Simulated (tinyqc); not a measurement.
Nanowire ballistic transistor, top-of-the-barrier model: one step of the calculation.

At the top of the source barrier, states moving towards the drain are filled by the source (Fermi level 0) and states moving back by the drain (Fermi level -q Vd); nothing scatters. U is the shift of the band edge there, set by the capacitances CG, CD and CS (the total) and by the charge. Parabolic one-dimensional subband; the source is grounded.

Question. Density of states, capacitances and charge at zero bias. N0 = gv sqrt(2 m kB T/pi)/hbar, CG = 2 pi eps0 eox/ln(1 + 2 tox/d), CS = CG/aG, n0 = n at U = 0 and Vd = 0. eta1 = -(E0 + U)/Vt, eta2 = eta1 - Vd/Vt, n = (N0/2)[F_(-1/2)(eta1) + F_(-1/2)(eta2)], F_(-1/2)(x) = (1/sqrt(pi)) int_0^infinity u^(-1/2)/(1 + exp(u - x)) du. UL = -(aG Vg + aD Vd).

Values chosen for this exercise; mass and valleys close to those of indium arsenide:
```
symbol   value  unit                                                                 meaning
T          200     K                                                             temperature
m       0.0301    m0                                                          effective mass
gv           1                                                             valley degeneracy
eox        3.9                                   relative permittivity of the gate insulator
tox        3.5    nm                                                     insulator thickness
d            5    nm                                                           wire diameter
aG        0.91                                                            gate control CG/CS
aD       0.048                                                           drain control CD/CS
E0        0.26    eV  band edge at the barrier top above the source Fermi level at zero bias
Vg        0.65     V                                                            gate voltage
Vd         0.8     V                                                           drain voltage
```

Constants: q = 1.602176634e-19 C, kB = 1.380649e-23 J/K, hbar = 1.054571817e-34 J s, m0 = 9.1093837015e-31 kg, Vt = kB T/q, eps0 = 8.8541878128e-14 F/cm where lengths are in cm. Results are converted to the units shown.

Find: N0; CG; CS; n0; UL.

Answer.

N0 = 6.583e5 cm^-1
CG = 2.478 pF/cm
CS = 2.723 pF/cm
n0 = 0.1848 cm^-1
UL = -0.6299 eV

Program tinyqc, `OMP_NUM_THREADS=1 python tinyqc.py 2400015 2400016 out.jsonl`; Intel Xeon 2.30GHz, shared host, one thread, about 0.04 s.
